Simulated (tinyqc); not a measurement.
# Square on-chip spiral inductor, lumped pi model, step by step

Numbers from tinyqc (`OMP_NUM_THREADS=1 python tinyqc.py 2302246 2302247 out.jsonl`; about 0.01 s on one thread of a shared Intel Xeon 2.30GHz). Printed values are rounded.

Outer diameter do = di + 2 n wd + 2 (n - 1) sp, mean da = (do + di)/2, fill p = (do - di)/(do + di), length l = 4 n da. L = 2.34 mu0 n^2 da/(1 + 2.75 p), mu0 = 4 pi 1e-7 H/m. Rs = rho l/(wd delta (1 - exp(-th/delta))), delta = sqrt(rho/(pi f mu0)). Cs = n wd^2 eps0 eo/hu across the coil. At each end Cox = l wd eps0 eo/(2 ho) leads to the substrate branch Rsi = 2 rs he/(l wd) in parallel with Csi = l wd eps0 11.7/(2 he). With one end grounded Y = 1/(Rs + i w L) + i w Cs + 1/[1/(i w Cox) + 1/(1/Rsi + i w Csi)], w = 2 pi f; Q = -Im Y/Re Y. Eddy currents in neighbouring turns and in the substrate are left out.

Inputs (values chosen for the exercise); values of the order met in silicon radio-frequency processes:

| symbol | value | unit | meaning |
|---|---|---|---|
| n | 5.5 |  | number of turns |
| wd | 10 | um | line width |
| sp | 3 | um | space between turns |
| di | 60 | um | inner diameter |
| th | 3.4 | um | metal thickness |
| rho | 1.9 | uohm cm | metal resistivity |
| ho | 8.8 | um | oxide below the coil |
| hu | 1.1 | um | oxide between coil and underpass |
| eo | 3.9 |  | relative permittivity of the oxide |
| rs | 100 | ohm cm | substrate resistivity |
| he | 50 | um | effective spreading depth in the substrate |
| f | 0.91 | GHz | frequency |

Constants: eps0 = 8.8541878128e-12 F/m. Results are converted to the units shown.

## Geometry and model elements

do, l, L, delta, Rs, Cs, Cox, Rsi and Csi as defined.

do = 197 um
l = 2827 um
L = 4.63521 nH
delta = 2.29973 um
Rs = 3.02540 ohm
Cs = 17.2657 fF
Cox = 55.4660 fF
Rsi = 3537.32 ohm
Csi = 29.2860 fF

Rs is 1.92 times the direct-current value in this empirical form, which overstates the skin effect of a flat slab when delta is near th and so stands in for some current crowding.

## Admittance, quality factor and apparent inductance

Series branch 1/(Rs + i w L), substrate branch, total Y, Q = -Im Y/Re Y, apparent inductance Im(1/Y)/w, metal-only value w L/Rs, share of the loss in the substrate Re(substrate branch)/Re Y.

series branch = 4.2519-37.2466i mS
substrate branch = 0.090337+0.162288i mS
Y = 4.3422-36.9856i mS
Q = 8.51772
apparent inductance = 4.66446 nH
w L/Rs = 8.76008
share of the loss in the substrate = 2.08044 %

Q is 97.2 % of the metal-only value.
